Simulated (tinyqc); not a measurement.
Thin-body transistor below threshold, two-dimensional Poisson equation on a small mesh: one step of the calculation.

A thin body on a thick buried insulator of low permittivity, taken as carrying no normal field at the bottom of the body (row 0). Mobile charge is neglected (subthreshold), the body is fully depleted, and potentials are counted from the intrinsic level; rows run upward to the gate, columns from source to drain.

Problem. Over-relaxation sweep (omega = 1.1). Free nodes: rows 0..1, columns 1..3, taken row by row from row 0, left to right. t = (up psi(above) + dn psi(below) + lat [psi(left) + psi(right)] + s)/(up + dn + 2 lat), with the newest neighbours; psi(new) = psi + 1.1 (t - psi).

psi at the start (fixed values on the edges, free nodes linear between source and drain columns) (V):
```
,j=0,j=1,j=2,j=3,j=4
row 0,0.5500000,0.6750000,0.8000000,0.9250000,1.0500000
row 1,0.5500000,0.6750000,0.8000000,0.9250000,1.0500000
row 2,0.1400000,0.1400000,0.1400000,0.1400000,0.1400000
```

```
row,up,dn,lat,s (V)
0,27.55,0,2.4421053,0
1,34.926471,27.55,11.389474,0
```

Find: psi after iteration 1.

Solution.

psi after iteration 1 (V):
```
,j=0,j=1,j=2,j=3,j=4
row 0,0.5500,0.6750,0.8000,0.9250,1.0500
row 1,0.5500,0.4339,0.4672,0.5223,1.0500
row 2,0.1400,0.1400,0.1400,0.1400,0.1400
```

Program tinyqc, `OMP_NUM_THREADS=1 python tinyqc.py 2480014 2480015 out.jsonl`; Intel Xeon 2.30GHz, shared host, one thread, about 0.09 s.
